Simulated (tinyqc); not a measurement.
Changing the embedding exponent gamma: Gupta-type many-body potential for a metal. Computed by tinyqc, a small Python program. Command: `OMP_NUM_THREADS=1 python tinyqc.py 3024420 3024421 out.jsonl gupta sweep`. One thread of a shared host (Intel(R) Xeon(R) Processor @ 2.30GHz), about 0.01 s of CPU time with the checks.

E_i = sum_j A exp(-p (r_ij/r0 - 1)) - xi rho_i^gamma, with rho_i = sum_j exp(-2 q (r_ij/r0 - 1)); gamma = 1/2 is the tight-binding second-moment form. The crystal is fcc unless stated; d is the neighbour distance and a fixed number of shells is kept.

Inputs (values chosen for the exercise, for a model metal):

| quantity | value | unit |
|---|---|---|
| repulsion A | 0.124 | eV |
| hopping xi | 0.845 | eV |
| decay p | 8.58 | - |
| decay q | 2.57 | - |
| reference distance r0 | 2.864 | angstrom |
| shells kept | 1 | - |

Constants: 1 eV/angstrom^3 = 160.2176634 GPa.

Method:
- fcc shells: d sqrt(k), k = 1..5, with 12, 6, 24, 12, 24 atoms; Omega = d^3/sqrt2.
- Equilibrium: dE/dd = 0; B = d^2 E''(d)/(9 Omega).
- Repulsion and density of one neighbour in each shell, and their sums.
- Each neighbour j of the vacancy loses one repulsive term and one density term: E_v = sum_shells count x {-repulsion - xi [(rho - density)^gamma - rho^gamma]}. (The removed atom returns to a bulk-like site, so its own energy cancels.)
- Second derivatives of E/Omega at equilibrium under homogeneous strain: e_xx = h gives C11; e_xx = -e_yy = h gives 2 (C11 - C12); e_xy = e_yx = h/2 gives C44.

One run for each value:

| embedding exponent gamma | ratio E_v/E_c, E_c = xi rho^gamma less the repulsive energy | Cauchy pressure C12 - C44 (GPa) | cohesive energy E_c (eV) | neighbour distance d (angstrom) |
|---|---|---|---|---|
| 0.40 | 0.22468 | 9.813 | 1.2665 | 3.3032 |
| 0.47 | 0.27738 | 13.325 | 1.5039 | 3.1731 |
| 0.54 | 0.33599 | 18.110 | 1.8478 | 3.0380 |
| 0.61 | 0.40167 | 24.823 | 2.3629 | 2.8938 |
| 0.69 | 0.48734 | 36.173 | 3.3193 | 2.7131 |
| 0.76 | 0.57385 | 50.987 | 4.7612 | 2.5356 |
| 0.83 | 0.67397 | 71.717 | 7.3562 | 2.3343 |

Over the rows, ratio E_v/E_c, E_c = xi rho^gamma less the repulsive energy rises from 0.225 to 0.674 (exponent d ln y / d ln x 1.3 between the first rows and 1.8 between the last); Cauchy pressure C12 - C44 (GPa) rises from 9.81 to 71.7 (exponent d ln y / d ln x 1.9 between the first rows and 3.9 between the last); cohesive energy E_c (eV) rises from 1.27 to 7.36 (exponent d ln y / d ln x 1.1 between the first rows and 4.9 between the last). As gamma approaches 1 the embedding term becomes a sum of pair terms, for which E_v/E_c = 1 and C12 = C44. The Cauchy pressure still grows in these rows, because at fixed xi a larger gamma binds harder, contracts the lattice and raises all stiffnesses. Left out: 0.900 (the structure has no minimum in range).

Extremes, crossings and ranges named in words are read from the listed rows.
